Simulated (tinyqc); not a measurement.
Vibrations of a mass or spring defect in a linear chain: one step, computed by the program tinyqc.

A ring of N atoms with nearest-neighbour springs k and motion along the chain. Atom 1 is the defect, of mass M', and its two springs are k'. All other atoms have the mass M.

Task: Dynamical matrix of the ring. D_ii = (sum of the two springs at i)/M_i, D_ij = -k_ij/sqrt(M_i M_j) for neighbours, closed into a ring.

Inputs (values chosen for the exercise, for a model chain): spring constant k = 8.71 eV/angstrom^2; host mass M = 27 u; defect mass M' = 9.29 u; spring ratio k'/k at the defect = 0.75; atoms in the ring N = 6.

Host: monatomic.

Give: D.

Result:

D (eV/(angstrom^2 u)):
```
[[1.406, -0.412, 0.000, 0.000, 0.000, -0.412],
 [-0.412, 0.565, -0.323, 0.000, 0.000, 0.000],
 [0.000, -0.323, 0.645, -0.323, 0.000, 0.000],
 [0.000, 0.000, -0.323, 0.645, -0.323, 0.000],
 [0.000, 0.000, 0.000, -0.323, 0.645, -0.323],
 [-0.412, 0.000, 0.000, 0.000, -0.323, 0.565]]
```
